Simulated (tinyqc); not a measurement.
Stoner model of a band magnet at zero temperature: one step, computed by the program tinyqc.

Five orbitals per spin share one band; u = (E - E_bottom)/W runs from 0 to 1, and the states per spin, atom and energy are g = 5 d(u)/W with d = 1 - c cos(4 pi u). N(u) is the integral of d from 0. The moment m = n_up - n_down (electrons per atom) moves the fillings to n +/- m/10; the energy is E(m) = E_band(m) - I m^2/4.

Problem. The paramagnetic state. Solve N(u_F) = n; g_F = 5 d(u_F)/W; the Stoner product is I g_F.

Inputs (values chosen for the exercise, for a model d band): band width W = 5.1 eV; filling n per spin orbital = 0.79; Stoner parameter I = 0.565 eV; depth c of the valley = 0.47.

Density of states: two peaks.

Give: u_F; g_F; Stoner product I g_F.

Solution.

u_F = 0.7774

g_F = 1.414 1/eV

Stoner product I g_F = 0.7990

I g_F < 1: the paramagnet is locally stable.
